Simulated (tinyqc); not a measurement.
Comparisons within one model: heavy doping: gap narrowing, degeneracy and the minority density. A value that a table varies takes the place of the one given here.

F_j(eta) = (1/Gamma(j + 1)) integral_0^infinity x^j dx/(1 + exp(x - eta)), which tends to exp(eta) for eta << 0.

Empirical narrowing (Slotboom form, constants chosen for the exercise; published fits of this form give the apparent narrowing, here it is taken as the true one): dEg = E0 [ln(N/N0) + sqrt(ln(N/N0)^2 + C)].

Majority: N = Nv F_1/2(eta), eta the distance of EF beyond the majority band edge in kT. Degeneracy factor gam = F_1/2(eta)/exp(eta). ni0^2 = Nc Nv exp(-Eg/kT); product n p = ni0^2 gam exp(dEg/kT), dEg the true narrowing; apparent narrowing dEa = dEg + kT ln gam; minority density = n p/N.

Bipolar transistor with N as emitter doping: beta = K (N/NB) exp((dEa_B + dG - dEa_E)/kT), dEa_E = dEg(N) + kT ln gam, dEa_B = dEg(NB). For the sweep in T, Nv is scaled as (T/T0)^(3/2) from its value at T0 = T.

Constants: kB = 8.617333262e-05 eV/K.

Parameters, chosen for this exercise (gap and densities of states near those of Si at this temperature; narrowing constants near the fits for Si; the results hold for these values, not for the real material):
- Eg = 1.094 eV (gap)
- Nc = 5.08e+19 1/cm^3 (conduction-band density of states)
- Nv = 1.97e+19 1/cm^3 (valence-band density of states)
- T = 450 K
- E0 = 7.89 meV (narrowing scale)
- N0 = 1.1e+17 1/cm^3 (onset density)
- C = 0.5 (smoothing constant)
- N = 3.5e+19 1/cm^3 (ionised acceptors, equal to the majority density)
- NB = 1e+17 1/cm^3 (base doping)
- K = 1.1 (ratio (D_B W_E)/(D_E W_B))
- dG = 0 meV (extra narrowing of the base by alloying)

## Narrowing against degeneracy

N takes the values listed; the last column is N over the factor gam exp(dEg/kT), the doping that a simple model would need to give the same minority density.

Results:
```
N (1/cm^3)    eta      gam  dEg (meV)  dEa (meV)  minority (1/cm^3)  effective doping (1/cm^3)
6.0e+16     -5.79    0.999        2.6        2.5           9.96e+09                   5.62e+16
2.0e+17     -4.59    0.996       12.0       11.9           3.80e+09                   1.47e+17
6.0e+17     -3.48    0.989       27.9       27.5           1.89e+09                   2.95e+17
2.0e+18     -2.25    0.965       46.4       45.0           8.94e+08                   6.26e+17
6.0e+18     -1.08    0.898       63.6       59.4           4.32e+08                   1.30e+18
2.0e+19      0.37    0.702       82.5       68.8           1.65e+08                   3.40e+18
6.0e+19      2.15    0.355       99.8       59.6           4.34e+07                   1.29e+19
2.0e+20      5.51   0.0409      118.7       -5.3           2.44e+06                   2.29e+20
4.0e+20      8.90  0.00276      129.6      -98.9           1.09e+05                   5.13e+21
```

How do the results move?

dEg grows steadily to 129.6 meV, while the apparent value peaks at 68.8 meV for N = 2e+19 and falls to -98.9 meV as the Fermi level enters the band (a negative value is not met in measurements: parabolic bands with a fixed mass overstate the filling). N grows by a factor 33 from the third to the sixth row and the effective doping by 11.5.

## Current gain against temperature

Gain:
```
T (K)  beta  beta with dG = 0  without narrowing
150    9.04              9.04                385
200    18.3              18.3                385
250    29.3              29.3                385
300    41.1              41.1                385
350    53.2              53.2                385
400    65.1              65.1                385
450    76.6              76.6                385
```

dEa_B + dG - dEa_E at T0 = -62.6 meV

How do the results move?

beta is 9.04 at 150 K and 76.6 at 450 K, since the net exponent is negative: the emitter has the larger apparent narrowing. At 300 K narrowing and degeneracy change the gain by a factor 0.107.

## What moves the minority density and the gain

All results formed anew. Each row changes one parameter from the base and keeps the others.

Results:
```
case                  dEg (meV)  dEa (meV)  minority (1/cm^3)  beta
base                      91.28      67.49           9.12e+07  76.6
N = 7e+19 1/cm^3         102.18      55.65           3.36e+07   208
E0 = 9.468 meV           109.53      85.75           1.46e+08  49.1
N0 = 2.2e+17 1/cm^3       80.38      56.60           6.88e+07  94.5
Eg = 1.114 eV             91.28      67.49           5.44e+07  76.6
Nv = 2.56e+19 1/cm^3      91.28      72.88           1.36e+08  66.7
NB = 2e+17 1/cm^3         91.28      67.49           9.12e+07  46.0
```

What can be read from the table?

The largest shifts from the base row, up to three for each result and ties (the steps differ in size, so this ranks the rows, not the parameters). dEg (meV): E0 +18.26, N +10.90, N0 -10.89; unchanged at the printed digits by Eg, Nv and NB. dEa (meV): E0 +18.26, N -11.84, N0 -10.89; unchanged at the printed digits by Eg and NB. minority (1/cm^3): N -5.76e+07, E0 +5.48e+07, Nv +4.50e+07; unchanged at the printed digits by NB. beta: N +131, NB -30.5, E0 -27.5; unchanged at the printed digits by Eg.

Program tinyqc; command `OMP_NUM_THREADS=1 python tinyqc.py 1650460 1650461 out.jsonl`; about 0.01 s on one thread of a shared Intel(R) Xeon(R) Processor @ 2.30GHz.
